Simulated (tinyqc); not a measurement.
Ballistic transport through the one-dimensional subbands of a rectangular nanowire or nanosheet channel: one step, computed by the program tinyqc.

Hard walls, parabolic subbands, transport along x. Energies are counted from the bulk conduction band edge at the top of the barrier, which the gate pulls down by U; the source Fermi level lies at the bulk edge when U = 0.

Question. Conductance, capacitance and scattering. Linear conductance G = (2 e^2/h) sum_i g f(eta_i), g = 2, f = 1/(1 + exp(-eta_i)), with the barrier frozen at the eta_i above; current per perimeter I/(2(a + b)); with scattering, transmission lambda/(lambda + L) and low-bias resistance (1 + L/lambda)/G.

Inputs (values chosen for the exercise, modelled on silicon):
```
quantity                                   value  unit
height a                                     2.8    nm
width b                                      5.4    nm
temperature T                                 77     K
mean free path for back-scattering lambda     15    nm
channel length L                              89    nm
```

Valleys: silicon [100] wire.

Occupation:
```
subband      eta_i    n_i (1/nm)  I_i (microampere)
1         28.94286  1.127144e+00       7.748092e+00
2          5.45410  2.703726e-01       5.491538e+00
3          4.84815  2.494051e-01       4.925314e+00
4         -1.02404  2.882577e-02       3.153166e-01
5         -3.18342  8.999614e-03       4.173129e-02
6         -3.44783  3.110026e-03       3.218538e-02
7        -11.82094  7.345004e-07       7.552413e-06
8        -26.93660  2.001461e-13       2.057975e-12
9        -27.54255  1.091911e-13       1.122742e-12
10       -35.30970  4.623316e-17       4.753863e-16
```

ballistic current I = 18.55418 microampere

Constants: e = 1.602176634e-19 C; h = 6.62607015e-34 J s.

Give: open modes sum g f; ballistic conductance; current per perimeter; transmission; low-bias resistance with scattering.

Answer.

open modes sum g f = 6.646

ballistic conductance = 514.9 microsiemens

current per perimeter = 1131 microampere/micrometre

transmission = 0.1442

low-bias resistance with scattering = 13.47 kiloohm

Even without scattering the wire has h/(2 e^2 M) = 1.94 kiloohm, which sits in the contacts.
